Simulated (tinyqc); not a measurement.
Off-state leakage of single and stacked transistors: one step of the calculation.

n-channel devices of unit width. Subthreshold current I(Vg, Vs, Vd) = I0 (T/300 K)^0.5 exp[(Vg - Vs - VT(T) - gb (Vs - Vb) + dd (Vd - Vs))/(nf Vt)] (1 - exp(-(Vd - Vs)/Vt)), VT(T) = VT - cT (T - 300 K). Gate-edge tunnelling Ig (Vd/1 V) exp(ag (Vd - 1 V)), for a gate at 0 V, and band-to-band leakage Ab u exp(-Bb/u), u = Vd - Vb + 1 V, flow at a drain held at V; both are taken as independent of T. In a stack of off transistors (all gates at 0 V) the same subthreshold current passes through each.

Task. New Vx. Stack of two, Vx the node between them: I_low = I(0, 0, Vx), I_up = I(0, Vx, V), f = ln(I_up/I_low), f' = -(1 + gb + 2 dd)/(nf Vt) - 1/(Vt (exp(Vx/Vt) - 1)) - 1/(Vt (exp((V - Vx)/Vt) - 1)), Vx(new) = Vx - f/f'.

Values chosen for this exercise; values of the order met in bulk silicon logic transistors: temperature T = 358 K; supply voltage V = 1.2 V; threshold at 300 K, zero drain and body bias VT = 0.27 V; fall of the threshold with temperature cT = 0.6 mV/K; current at threshold at 300 K I0 = 0.13 uA/um; slope factor nf = 1.21; drain-induced lowering per volt dd = 0.06; rise of the threshold per volt of source-body bias gb = 0.25; body voltage Vb = 0 V.

Constants: q = 1.602176634e-19 C, kB = 1.380649e-23 J/K, Vt = kB T/q. Results are converted to the units shown.

Vx after iteration 1 = 0.057142846 V

Find: I_low; I_up; f; f'; Vx after iteration 2.

Result.

I_low = 0.24082 nA/um
I_up = 0.24137 nA/um
f = 0.0022570
f' = -42.733 1/V
Vx after iteration 2 = 0.057196 V

Program tinyqc, `OMP_NUM_THREADS=1 python tinyqc.py 2242249 2242250 out.jsonl`; Intel Xeon 2.30GHz, shared host, one thread, about 0.04 s.
